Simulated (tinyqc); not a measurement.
# Pillar capacitor in an array: capacitance, non-linearity, leakage and relaxation: several studies

A film between two metal electrodes, each interface adding a series capacitance ci. The small-signal permittivity is ek (1 + aq E^2); the field is found with the linear permittivity. Leakage J = J0 sinh(E/Ef). After a voltage step the film passes a relaxation current kr C V tt^(-nr), tt being the time in seconds. The sidewall is a coaxial capacitor with radii a = dm/2 and b = dm/2 + t, depth AR dm; the end face is left out.

Inputs (values chosen for the exercise); permittivity of the order of that of aluminium oxide: relative permittivity of the film ek = 8.18; film thickness t = 4.4 nm; capacitance of each electrode interface (dead layer and screening) ci = 1000 uF/cm^2; quadratic field coefficient of the permittivity aq = 0.0042 cm^2/MV^2; bias V = 0.7 V; exponent of the relaxation current nr = 0.971; strength of the relaxation kr = 0.00057; leakage prefactor J0 = 1.1e-10 A/cm^2; field for an e-fold rise of the leakage Ef = 0.32 MV/cm; diameter of the pillar dm = 41 nm; pitch of the square array pt = 99 nm; resistivity of the inner electrode rho = 1900 uohm cm; duration of the write pulse t0 = 1e-8 s.

Constants: eps0 = 8.8541878128e-14 F/cm where lengths are in cm. Results are converted to the units shown.

Each table varies one quantity; the others keep the values above.

## Capacitance, non-linearity and leakage against thickness

Planar film: Cf = eps0 ek/t, 1/C = 1/Cf + 2/ci, EOT = 3.9 eps0/C, effective permittivity C t/eps0, E = (V/t) C/Cf; quadratic coefficient [C(V)/C - 1]/V^2 with Cf (1 + aq E^2) in C(V).

Result of one run:
```
t (nm)	C (uF/cm^2)	EOT (nm)	effective permittivity	E (MV/cm)	quadratic coefficient (ppm/V^2)	J (A/cm^2)
27	0.2681	12.88	8.176	0.2591	575.2	9.913e-11
```

What becomes of these results when the film thickness t is changed from 27 to 3.7 nm, all else the same?

Result of the changed run:
```
t (nm)	C (uF/cm^2)	EOT (nm)	effective permittivity	E (MV/cm)	quadratic coefficient (ppm/V^2)	J (A/cm^2)
3.7	1.950	1.771	8.148	1.885	3.032e4	1.986e-8
```

The whole series:
```
t (nm)	C (uF/cm^2)	EOT (nm)	effective permittivity	E (MV/cm)	quadratic coefficient (ppm/V^2)	J (A/cm^2)
2.5	2.880	1.199	8.133	2.784	6.603e4	3.300e-7
3.7	1.950	1.771	8.148	1.885	3.032e4	1.986e-8
5.5	1.313	2.629	8.159	1.269	1.377e4	2.904e-9
8.2	0.8817	3.916	8.166	0.8522	6213	7.848e-10
12	0.6028	5.728	8.170	0.5826	2906	3.308e-10
18	0.4021	8.589	8.173	0.3886	1293	1.689e-10
27	0.2681	12.88	8.176	0.2591	575.2	9.913e-11
40	0.1810	19.08	8.177	0.1749	262.2	6.317e-11
60	0.1207	28.61	8.178	0.1166	116.6	4.099e-11
```

C falls from 2.88 to 0.121 uF/cm^2 while the effective permittivity goes from 8.13 to 8.18 (ek = 8.18). EOT is a straight line in t with slope 3.9/ek = 0.477 and intercept 0.00691 nm. The quadratic coefficient goes as t^(-1.99) between the first two rows and t^(-2.00) between the last two (-2 without interfaces), and J falls by 3.91 decades. For t = 2.5, 3.7 direct tunnelling, left out, would add to the leakage.

## Cell against the aspect ratio

Per length 1/c = ln(b/a)/(2 pi eps0 ek) + (1/a + 1/b)/(2 pi ci); cell capacitance c AR dm; per footprint over pt^2; fields c V/(2 pi eps0 ek r) at r = a and b; resistance of the inner electrode rho AR dm/(pi a^2); time constant R C/3 of the distributed line.

The same in every row: field at a (MV/cm) = 1.750; field at b (MV/cm) = 1.441.

Cell against the aspect ratio:
```
AR	cell capacitance (fF)	per footprint (uF/cm^2)	R (kohm)	R C/3 (ps)
5	0.4782	4.879	2.950	0.4703
10	0.9564	9.758	5.900	1.881
20	1.913	19.52	11.80	7.524
30	2.869	29.27	17.70	16.93
50	4.782	48.79	29.50	47.03
70	6.695	68.31	41.30	92.17
100	9.564	97.58	59.00	188.1
```

As AR goes from 5 to 100, the cell capacitance rises from 0.478 to 9.56 fF, the capacitance per footprint rises from 4.88 to 97.6 uF/cm^2, the ratio of the two fields stays at 1.21 and R C/3 rises from 0.470 to 188 ps; the time constant goes as AR^(2.00) between the first two rows and AR^(2.00) between the last two.

## Charge lost after writing

Planar film: Cf = eps0 ek/t, 1/C = 1/Cf + 2/ci, EOT = 3.9 eps0/C, effective permittivity C t/eps0, E = (V/t) C/Cf. A capacitor written for t0 and then left open loses, as a share of C V, kr (tt^(1 - nr) - t0^(1 - nr))/(1 - nr) by relaxation and J tt/(C V) by leakage; both are taken as small, and rows far outside that range are left out.

The same in every row: leakage current (nA/cm^2) = 7.805.

Charge lost after writing:
```
tt (s)	relaxation current (nA/cm^2)	loss by relaxation (%)	loss by leakage (%)	total loss (%)
1e-6	4.385e5	0.1646	6.796e-7	0.1646
1e-5	4.688e4	0.2555	6.796e-6	0.2555
0.0001	5012	0.3527	6.796e-5	0.3528
0.001	535.8	0.4566	6.796e-4	0.4573
0.01	57.28	0.5677	0.006796	0.5745
0.1	6.123	0.6865	0.06796	0.7545
1	0.6546	0.8135	0.6796	1.493
```

The two currents are equal at tt = 0.0779 s. The loss by relaxation grows from 0.165 to 0.813 %, by 0.0909 points over the first decade and 0.127 over the last, while the loss by leakage grows tenfold a decade. Relaxation is the larger loss in every row.

tinyqc, about 0.01 s, one thread, Intel Xeon 2.30GHz (shared host): `OMP_NUM_THREADS=1 python tinyqc.py 2102207 2102208 out.jsonl`
